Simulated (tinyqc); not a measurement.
Reverse leakage of an n+-p junction: diffusion, generation, trap-assisted and band-to-band tunnelling: one step of the calculation.

One-sided abrupt junction in the depletion approximation, x from the junction (0) to W on the p side, field F = F0 (1 - x/W). Flat quasi-Fermi levels, long p side. Traps generate through SRH with both lifetimes shortened by 1 + Gamma (Hurkx enhancement, form for moderate fields); band-to-band generation is local and needs a total bending above Eg.

Task. Generation rates across the layer. u = (Vbi + VR)(1 - x/W)^2, p = Na exp(-u/Vt), n = Nd exp((u - Vbi - VR)/Vt); G0 = ni^2 (1 - exp(-VR/Vt))/(tau (n + p + 2 ni cosh(Et/Vt))); Gamma = 2 sqrt(3 pi)(F/FG) exp((F/FG)^2); trap-assisted part G0 Gamma; G_bb = Ab F^2.5 exp(-Bb/F) with F in V/cm, zero unless Vbi + VR > Eg, and counted as zero under 1 cm^-3 s^-1. 15 equal steps.

Parameters, values chosen for the exercise; band and dielectric values those of a made-up semiconductor:
```
symbol   value                 unit                                      meaning
T          300                    K                                  temperature
Eg        1.12                   eV                                     band gap
Na      5.1e17                cm^-3         acceptor density of the lighter side
Nd        5e19                cm^-3            donor density of the heavier side
tau       1e-7                    s  SRH lifetime of both carriers at zero field
Et           0                   eV         trap level above the intrinsic level
Ab        7e14  cm^-0.5 V^-2.5 s^-1                       band-to-band prefactor
Bb      1.82e7                 V/cm                  band-to-band field constant
VR         2.3                    V                                 reverse bias
```

Constants: q = 1.602176634e-19 C, kB = 1.380649e-23 J/K, Vt = kB T/q. Results are converted to the units shown.

ni = 1.2253048e10 cm^-3
Vbi = 1.0256435 V
W = 91.435726 nm
F0 = 727.42759 kV/cm
FG = 376.14652 kV/cm

Wanted: x; F; Gamma; G0; G0 Gamma; G_bb.

Result.

```
point  x (nm)  F (kV/cm)   Gamma  G0 (cm^-3 s^-1)  G0 Gamma (cm^-3 s^-1)  G_bb (1e18 cm^-3 s^-1)
0        0.00      727.4   499.8          3.003e7               1.501e10                   4.302
1        6.10      678.9   288.1         4.731e14               1.363e17                   0.606
2       12.19      630.4   170.8         6.126e16               1.046e19                   0.064
3       18.29      581.9   104.0         6.127e16               6.374e18                   0.005
4       24.38      533.4   65.07         6.127e16               3.987e18                   0.000
5       30.48      485.0   41.72         6.127e16               2.556e18                   0.000
6       36.57      436.5   27.38         6.127e16               1.678e18                   0.000
7       42.67      388.0   18.35         6.127e16               1.124e18                   0.000
8       48.77      339.5   12.51         6.126e16               7.665e17                   0.000
9       54.86      291.0   8.640         5.983e16               5.170e17                   0.000
10      60.96      242.5   5.997         4.407e15               2.643e16                   0.000
11      67.05      194.0   4.131         2.764e13               1.142e14                   0.000
12      73.15      145.5   2.758         5.054e11               1.394e12                   0.000
13      79.24       97.0   1.692         2.898e10               4.904e10                   0.000
14      85.34       48.5  0.8049          5.215e9                4.197e9                   0.000
15      91.44        0.0       0          2.944e9                      0                   0.000
```

Range of the model: The n+ side is degenerate, so Vbi from Boltzmann statistics is only a guide.

Computed by the program tinyqc: `OMP_NUM_THREADS=1 python tinyqc.py 2290110 2290111 out.jsonl`, one thread of a shared Intel Xeon 2.30GHz, about 0.01 s for the whole run.
